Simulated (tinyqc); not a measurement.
Deal-Grove kinetics of thermal oxidation of silicon: one step, computed by the program tinyqc. Command: `OMP_NUM_THREADS=1 python tinyqc.py 3000668 3000669 out.jsonl oxide walk`. One thread of a shared host (Intel(R) Xeon(R) Processor @ 2.30GHz), about 0.02 s of CPU time with the checks.

Oxidant diffuses through the oxide and reacts at the interface, so that dx/dt = B/(A + 2x) for the oxide thickness x.

Problem. Two steps, the one at T2 first. B = B0 p exp(-E_B/(k_B T)), B/A = (B/A)0 p^m exp(-E_A/(k_B T)), p in atm; A = B/(B/A). Temperatures in kelvin are T(C) + 273.15. tau = (x_i^2 + A x_i)/B and x = (A/2) [sqrt(1 + 4 B (t + tau)/A^2) - 1], the root of x^2 + A x = B (t + tau). First t2 at T2 from x_i, then t at T from the thickness reached.

Inputs (values chosen for the exercise, close to those used for silicon):
```
quantity,value,unit
prefactor B0,683,um^2/h
activation energy E_B,1.23,eV
prefactor (B/A)0,3.78e+06,um/h
activation energy E_A,1.98,eV
temperature T,800,C
oxidant pressure p,0.5,atm
pressure exponent m of B/A,0.79,-
initial oxide x_i,0.1,um
time t,2.9,h
"temperature of step 2, T2",1050,C
"time of step 2, t2",1.9,h
```

Ambient: dry oxygen. Surface: (100). Extension: second step.

length A = 0.5198743 um

parabolic constant B = 5.714866e-04 um^2/h

Constants: k_B = 8.617333262e-05 eV/K.

Give: thickness after t2 at T2; final thickness in this order.

Solution.

thickness after t2 at T2 = 0.1382 um

final thickness in this order = 0.1403 um
